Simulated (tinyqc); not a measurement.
# Changing the temperature T

Model: Debye-Callaway model of lattice thermal conductivity. Computed by tinyqc, a small Python program. Command: `OMP_NUM_THREADS=1 python tinyqc.py 3010599 3010600 out.jsonl callaway sweep`. One thread of a shared host (Intel(R) Xeon(R) Processor @ 2.30GHz), about 0.03 s of CPU time with the checks.

Three acoustic branches with one velocity v, cut at omega_D = k_B Theta/hbar; x = hbar omega/(k_B T). v and Theta are separate inputs: Theta cuts off the heat-carrying modes, so C need not reach 3 k_B/V. gamma is an effective value that sets the umklapp rate.

Inputs (values chosen for the exercise, modelled on sodium chloride):

| quantity | value | unit |
|---|---|---|
| sound velocity v | 2800 | m/s |
| Debye temperature Theta | 292 | K |
| volume per atom V | 22.4 | angstrom^3 |
| mean atomic mass M | 29.2 | u |
| effective Grueneisen parameter gamma | 2.7 | - |
| umklapp exponent divisor b | 3 | - |
| mass variance Gamma | 0.00036 | - |
| Casimir length L | 510 | micrometre |
| normal-process factor f_N | 0.68 | - |

Sample: crystal. Point defects: isotopes. Normal processes: included.

Constants: k_B = 1.380649e-23 J/K; hbar = 1.054571817e-34 J s; u = 1.6605390666e-27 kg.

Method:
- Gamma is given directly by the isotope mixture. A = V Gamma/(4 pi v^3).
- Rates: point defects A omega^4; umklapp B omega^2 T exp(-Theta/(b T)) with B = hbar gamma^2/(M v^2 Theta); normal processes f_N B omega^2 T (T/Theta)^2. Boundaries: v/L.
- kappa_1 = c int tau_C g dx, g = x^4 e^x/(e^x - 1)^2, c = (k_B/(2 pi^2 v)) (k_B T/hbar)^3, over 0 < x < min(Theta/T, 40), by 96 Gauss-Legendre points in s with x = x_max s^2; 1/tau_C = 1/tau_R + 1/tau_N; kappa_2 = c [int (tau_C/tau_N) g dx]^2 / int (tau_C/(tau_N tau_R)) g dx; kappa = kappa_1 + kappa_2.
- Heat capacity C = 3 c int g dx / v^2; grey free path 3 kappa/(C v); the median free path v tau_C halves kappa_1 when the quadrature points are ordered by free path (each counted at half its weight, interpolated in the logarithm); likewise at 10 % and 90 %.

One run for each value:

| temperature T (K) | kappa (W/(m K)) | heat capacity C (J/(m^3 K)) | grey free path (nm) | median free path (nm) |
|---|---|---|---|---|
| 4.9 | 207.30 | 6.5551e+02 | 3.3883e+05 | 4.3604e+05 |
| 7.6 | 464.09 | 2.4459e+03 | 2.0330e+05 | 3.4693e+05 |
| 12.0 | 786.38 | 9.6280e+03 | 8.7511e+04 | 2.3030e+05 |
| 19.0 | 671.71 | 3.8194e+04 | 1.8843e+04 | 7.0854e+04 |
| 29.0 | 267.84 | 1.3238e+05 | 2.1678e+03 | 7.6872e+03 |
| 46.0 | 97.30 | 4.2133e+05 | 2.4743e+02 | 6.5369e+02 |
| 72.0 | 43.74 | 8.8082e+05 | 5.3210e+01 | 9.8541e+01 |
| 110.0 | 22.06 | 1.2822e+06 | 1.8434e+01 | 2.6603e+01 |
| 180.0 | 10.27 | 1.5662e+06 | 7.0260e+00 | 8.1816e+00 |
| 440.0 | 2.70 | 1.7415e+06 | 1.6606e+00 | 1.0916e+00 |

Give the missing row, temperature T (K) = 280.0.

Computed row:
```
temperature T (K)  kappa (W/(m K))  heat capacity C (J/(m^3 K))  grey free path (nm)  median free path (nm)
280.0                         5.25                   1.6870e+06           3.3370e+00             3.1056e+00
```

Interpolating between the two neighbouring rows (the first column on a logarithmic scale, the others too where they are positive) misses most in grey free path (nm), by 3.2 %. Over the rows, kappa (W/(m K)) goes from 207 through a maximum among these rows, 786 at 12.0, to 2.70; heat capacity C (J/(m^3 K)) rises from 656 to 1.74e6 (exponent d ln y / d ln x 3.0 between the first rows and 0.070 between the last); grey free path (nm) falls from 339000 to 1.66 (exponent d ln y / d ln x -1.2 between the first rows and -1.5 between the last). At the low end the exponent of heat capacity C is 3.00, close to 3: the Debye T^3 law.

Extremes, crossings and ranges named in words are read from the listed rows.
